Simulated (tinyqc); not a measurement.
CCD on RHF in the sto-6g basis, for H6, spin multiplicity 1, step by step. One step of it, computed by the program tinyqc.

Problem. Iteration 6 (converged): orbitals. Diagonalise F' = X^T F X, C = X C', fill 3 alpha and 3 beta electrons from the bottom; D = 2 C_occ C_occ^T. Each column has its largest component positive (the first on a tie).

converged F (hartree), order 1H 1s, 2H 1s, 3H 1s, 4H 1s, 5H 1s, 6H 1s:
```
[[-0.354078, -0.586629, -0.128017, -0.025806, -0.001526, -0.002584],
 [-0.586629, -0.391742, -0.271160, -0.128142, -0.013733, -0.001526],
 [-0.128017, -0.271160, -0.396289, -0.593667, -0.128142, -0.025806],
 [-0.025806, -0.128142, -0.593667, -0.396289, -0.271160, -0.128017],
 [-0.001526, -0.013733, -0.128142, -0.271160, -0.391742, -0.586629],
 [-0.002584, -0.001526, -0.025806, -0.128017, -0.586629, -0.354078]]
```

X, order 1H 1s, 2H 1s, 3H 1s, 4H 1s, 5H 1s, 6H 1s:
```
[[1.230048, -0.463664, 0.062363, -0.020260, 0.003000, -0.000988],
 [-0.463664, 1.298002, -0.253522, 0.065264, -0.008446, 0.003000],
 [0.062363, -0.253522, 1.306892, -0.488044, 0.065264, -0.020260],
 [-0.020260, 0.065264, -0.488044, 1.306892, -0.253522, 0.062363],
 [0.003000, -0.008446, 0.065264, -0.253522, 1.298002, -0.463664],
 [-0.000988, 0.003000, -0.020260, 0.062363, -0.463664, 1.230048]]
```

Give: F' = X^T F X; orbital energies; coefficients C; D after iteration 6.

Solution.

F' = X^T F X (hartree):
```
[[0.044, -0.629, 0.072, -0.014, 0.005, -0.005],
 [-0.629, 0.091, -0.278, 0.076, -0.010, 0.005],
 [0.072, -0.278, 0.101, -0.658, 0.076, -0.014],
 [-0.014, 0.076, -0.658, 0.101, -0.278, 0.072],
 [0.005, -0.010, 0.076, -0.278, 0.091, -0.629],
 [-0.005, 0.005, -0.014, 0.072, -0.629, 0.044]]
```

orbital energies (hartree): [-0.672, -0.586, -0.477, 0.433, 0.712, 1.062]

coefficients C, order 1H 1s, 2H 1s, 3H 1s, 4H 1s, 5H 1s, 6H 1s:
```
[[0.205, 0.374, -0.364, -0.638, -0.829, 0.568],
 [0.259, 0.396, -0.291, 0.473, 0.896, -0.795],
 [0.366, 0.061, 0.424, 0.692, -0.200, 1.087],
 [0.366, -0.061, 0.424, -0.692, -0.200, -1.087],
 [0.259, -0.396, -0.291, -0.473, 0.896, 0.795],
 [0.205, -0.374, -0.364, 0.638, -0.829, -0.568]]
```

D after iteration 6, order 1H 1s, 2H 1s, 3H 1s, 4H 1s, 5H 1s, 6H 1s:
```
[[0.630, 0.615, -0.113, -0.205, 0.022, 0.069],
 [0.615, 0.618, -0.009, -0.106, -0.010, 0.022],
 [-0.113, -0.009, 0.635, 0.620, -0.106, -0.205],
 [-0.205, -0.106, 0.620, 0.635, -0.009, -0.113],
 [0.022, -0.010, -0.106, -0.009, 0.618, 0.615],
 [0.069, 0.022, -0.205, -0.113, 0.615, 0.630]]
```
